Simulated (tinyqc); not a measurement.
# Disorder broadening of a semi-elliptic band in the self-consistent Born approximation: effects of single changes

The local Green function is G = g0(z - Sigma) with z = E + i eta and g0(z) = (z - sqrt(z - 2t) sqrt(z + 2t))/(2 t^2), principal roots; the self-energy is Sigma = D G. The density of states is -Im G/pi.

Parameters, values chosen for the exercise:

| symbol | value | unit | meaning |
|---|---|---|---|
| t | 1 | eV | hopping |
| D | 0.93 | eV^2 | variance of the random site energy |
| eta | 0.03 | eV | bare broadening |
| E | -1.771 | eV | energy from the band centre |

Each table varies one quantity; the others keep the values above.

## Effect of the disorder strength

Sigma is iterated to self-consistency (retarded branch, Im Sigma < 0); first Born means Sigma = D g0(z) put once into G = g0(z - Sigma); clean means Sigma = 0. Closed form: G = (z - sqrt(z^2 - 4 (t^2 + D)))/(2 (t^2 + D)) with the root that gives Im G < 0; for eta -> 0 a semi-ellipse of half-width 2 sqrt(t^2 + D).

The same in every row: DOS, clean (1/eV) = 0.14348.

Results:
```
D (eV^2)	Re Sigma (eV)	Im Sigma (eV)	DOS, self-consistent (1/eV)	DOS, first Born (1/eV)
0.043	-0.035432	-0.020395	0.15098	0.15149
0.08	-0.063786	-0.039238	0.15612	0.15772
0.15	-0.11264	-0.077018	0.16344	0.16809
0.28	-0.18958	-0.15085	0.17149	0.18348
0.97	-0.43000	-0.52890	0.17356	0.21876
1.8	-0.56324	-0.90317	0.15972	0.20980
3.4	-0.67885	-1.4578	0.13648	0.13114
```

Estimate the missing row, D = 0.52 eV^2.

Computed row:
```
D (eV^2)	Re Sigma (eV)	Im Sigma (eV)	DOS, self-consistent (1/eV)	DOS, first Born (1/eV)
0.52	-0.29764	-0.28843	0.17656	0.20269
```

With this row back in the table: |Im Sigma| rises from 0.0204 to 1.46 eV, as D^(1.05) between the first two rows and D^(0.75) between the last two (the golden rule gives power 1, broadening wider than the band power 1/2). First Born is 0.34 % above the self-consistent density of states in the first row and 3.9 % below it in the last.

## Effect of the mixing

G = g0(z - Sigma), Sigma(out) = D G, Sigma(new) = Sigma + mix (Sigma(out) - Sigma). Iterations from Sigma = 0 until |Sigma(out) - Sigma| < 1e-10 eV, at most 500. The factor is |1 - mix + mix L|, L = d Sigma(out)/d Sigma at the solution.

Effect of the mixing:
```
mix	iterations	factor
0.1	177	0.8781
0.2	84	0.7578
0.3	53	0.6398
0.5	28	0.4193
0.7	19	0.2651
0.85	19	0.2742
1	26	0.3901
```

L = -0.225+0.319i. The fewest iterations, 19, come at mix = 0.7; the smallest factor, 0.265, is at mix = 0.7. As a function of mix the factor has its minimum at Re(1 - L)/|1 - L|^2 = 0.765, below 1, so damping helps.

Range of the model: The self-consistent Born approximation misses band tails from rare fluctuations and localisation.

tinyqc, about 0.01 s, one thread, Intel Xeon 2.30GHz (shared host): `OMP_NUM_THREADS=1 python tinyqc.py 2720126 2720127 out.jsonl`
